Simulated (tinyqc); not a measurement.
Incorporation against temperature: precursor delivery by bubblers, mass-transport growth and the solid composition of a III-V alloy. Computed by tinyqc, a small Python program. Command: `OMP_NUM_THREADS=1 python tinyqc.py 3000611 3000612 out.jsonl movpe_thermo walk`. One thread of a shared host (Intel(R) Xeon(R) Processor @ 2.30GHz), about 0.01 s of CPU time with the checks.

1 sccm = 44.615 micromol/min; 1 torr = 133.322 Pa. The sources decompose fully at the surface.

Inputs (values chosen for the exercise, modelled on trimethylgallium (source 1) and trimethylindium (source 2) for the vapour pressures):
```
quantity                                                                                                  value        unit
bath temperature T1                                                                                         258           K
bath temperature T2                                                                                         293           K
bubbler pressure p_b                                                                                        600        torr
carrier flow F1                                                                                              32        sccm
carrier flow F2                                                                                              89        sccm
total flow F_t                                                                                              5.7         slm
group-V flow F_V                                                                                            370        sccm
reactor pressure p                                                                                           76        torr
growth temperature T                                                                                       1030           K
diffusivity at 273 K and 760 torr                                                                           0.4      cm^2/s
flow cross-section A                                                                                         67        cm^2
distance from the leading edge z                                                                             11          cm
lattice constant a                                                                                         5.55    angstrom
interaction L0 of the solid                                                                                9.91      kJ/mol
log10 of p_B,eq over pure BC at 1000 K and 1 torr of group V (exaggerated: liquid indium has about -4.1)   -1.9  log10 torr
enthalpy of that equilibrium H                                                                              308      kJ/mol
```

Alloy: mixing on the group-III sites, with desorption of B.

constants a, b of source 1 (log10 torr, K): 8.052  1703

constants a, b of source 2 (log10 torr, K): 10.5  3014

Constants: k_B = 1.380649e-23 J/K; R = 8.314462618 J/(mol K).

Method:
- log10 p_v = a - b/T_bath; molar flow = F x 44.615 x p_v/(p_b - p_v) for a saturated bubbler.
- p_i = p n_i/(44615 F_t), F_t in slm; p_V = p F_V/(1000 F_t), counted per molecule supplied; V/III = 44.615 F_V/(n1 + n2); vapour fraction of source 2 = n2/(n1 + n2).
- Mean velocity u = (F_t/A)(760/p)(T/273); D = D0 (T/273)^1.75 (760/p); boundary layer delta = sqrt(pi D z/u); flux = D dp/(delta k_B T); growth rate = flux x a^3/4.
- A sticks fully. B desorbs: its surface pressure is p_B* = x gamma_B K/sqrt(p_V), ln gamma_B = L0 (1 - x)^2/(R T), K = 10^(log10 K at 1000 K) exp[-(H/R)(1/T - 1/1000)], p_V in torr. With equal diffusivities x = (p_2 - p_B*)/(p_1 + p_2 - p_B*). Growth rate = rate per torr x p_1/(1 - x).

p_2 = 0.00324095 torr

K/sqrt(p_V) = 0.0166729 torr

p_V = 4.93333 torr

vapour fraction of source 2 = 0.133192

p_1 = 0.0210920 torr

At fixed flows:
```
T (K)  K/sqrt(p_V) (torr)        x  share of B incorporated, 1 - p_B*/p_2
853            9.5707e-06  0.13306                                0.99888
892            6.3909e-05  0.13237                                0.99286
928            3.2006e-04  0.12927                                0.96620
955            9.8937e-04  0.12180                                0.90264
985            3.2243e-03  0.10116                                0.73248
1015           9.7990e-03  0.06493                                0.45190
1049           3.1983e-02  0.02812                                0.18832
1100           1.6443e-01  0.00648                                0.04243
```

What does the comparison show, and why?

x equals the vapour fraction 0.133 while gamma_B K/sqrt(p_V) is small against p_1 + p_2 = 0.024 torr and falls once it is not. Between the last rows the apparent energy R d ln x/d(1/T) is 276 kJ/mol, against H = 308. Caution: the boundary layer is a quarter or more of the root of the cross-section, so it fills much of the channel and depletion along the flow matters.

Extremes, crossings and ranges named in words are read from the listed rows.
